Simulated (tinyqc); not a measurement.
# Transfer-length model of a contact: two studies

A metal contact of length d and width W on a thin layer of the same width. The metal has no resistance, the sheet resistance under it equals Rsh, and current enters the layer at the front edge x = 0.

Parameters, values chosen for the exercise: sheet resistance of the semiconductor layer Rsh = 240 ohm/sq; specific contact resistivity rc = 6.4e-9 ohm cm^2; contact length d = 0.18 um; contact width W = 0.67 um.

Each table varies one quantity; the others keep the values above.

## Effect of the contact resistivity

Transfer length Lt = sqrt(rc/Rsh); front resistance Rc = (Rsh Lt/W) coth(d/Lt); end resistance Re = (Rsh Lt/W)/sinh(d/Lt).

Result of one run:
```
rc (ohm cm^2),Lt (um),d/Lt,Rc W (ohm um)
7.8e-8,0.18028,0.99846,56.859
```

What becomes of these results when the specific contact resistivity rc is changed from 7.8e-8 to 9e-9 ohm cm^2, all else the same?

Result of the changed run:
```
rc (ohm cm^2),Lt (um),d/Lt,Rc W (ohm um)
9e-9,0.061237,2.9394,14.779
```

The whole series:
```
rc (ohm cm^2),Lt (um),d/Lt,Rc W (ohm um)
1.2e-10,0.0070711,25.456,1.6971
3.5e-10,0.012076,14.905,2.8983
1e-9,0.020412,8.8182,4.8990
3e-9,0.035355,5.0912,8.4859
9e-9,0.061237,2.9394,14.779
2.6e-8,0.10408,1.7294,26.603
7.8e-8,0.18028,0.99846,56.859
2.3e-7,0.30957,0.58145,141.86
```

Rc W rises from 1.70 to 142 ohm um, as rc^(0.50) between the first two rows (d/Lt = 25) and rc^(0.85) between the last two (d/Lt = 0.58); a long contact gives the power 1/2 and a short one 1. In 2 of the 8 rows Lt is below 20 nm, near the thickness of a real layer, where current spreads in depth and the line model fails.

## Effect of the contact length

Same model as above.

Result of one run:
```
d (um),d/Lt,Rc W (ohm um),rc/d (ohm um),Re/Rc
0.19,3.679,12.41,3.368,0.05045
```

What becomes of these results when the contact length d is changed from 0.19 to 0.0082 um, all else the same?

Result of the changed run:
```
d (um),d/Lt,Rc W (ohm um),rc/d (ohm um),Re/Rc
0.0082,0.1588,78.70,78.05,0.9875
```

The whole series:
```
d (um),d/Lt,Rc W (ohm um),rc/d (ohm um),Re/Rc
0.0082,0.1588,78.70,78.05,0.9875
0.012,0.2324,54.29,53.33,0.9736
0.018,0.3486,36.98,35.56,0.9422
0.027,0.5229,25.83,23.70,0.8773
0.04,0.7746,19.08,16.00,0.7603
0.059,1.143,15.20,10.85,0.5791
0.087,1.685,13.28,7.356,0.3586
0.13,2.517,12.56,4.923,0.1603
0.19,3.679,12.41,3.368,0.05045
0.28,5.422,12.39,2.286,0.008835
```

Rc W falls from 78.7 to 12.4 ohm um, as d^(-0.98) between the first two rows. It levels off at sqrt(rc Rsh) = 12.4 ohm um and, among the rows, is within 5 % of that from d = 0.13 um on (Lt = 0.0516 um): metal beyond two transfer lengths lowers Rc by less than 4 %.

Numbers from tinyqc (`OMP_NUM_THREADS=1 python tinyqc.py 2760143 2760144 out.jsonl`; about 0.01 s on one thread of a shared Intel Xeon 2.30GHz).
